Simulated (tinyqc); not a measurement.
# Transit time and capacitance from two cut-off frequencies

Question. 1/(2 pi fT) = tauF + Vt C/JC, C the sum of the junction capacitances per area. Find C, tauF and the limit of fT at high current.

Values chosen for this exercise:
```
symbol,value,unit,meaning
T,300,K,temperature
```

Constants: q = 1.602176634e-19 C, kB = 1.380649e-23 J/K, Vt = kB T/q. Results are converted to the units shown.

JC (mA/um^2): 0.01  0.33
fT (GHz): 10.259147  30.255246

Answer. The delay is a straight line in 1/JC with slope Vt C and intercept tauF.

C = 4.09 fF/um^2
tauF = 4.94 ps
limit of fT = 32.2 GHz

tinyqc, about 0.01 s, one thread, Intel Xeon 2.30GHz (shared host): `OMP_NUM_THREADS=1 python tinyqc.py 2320036 2320037 out.jsonl`
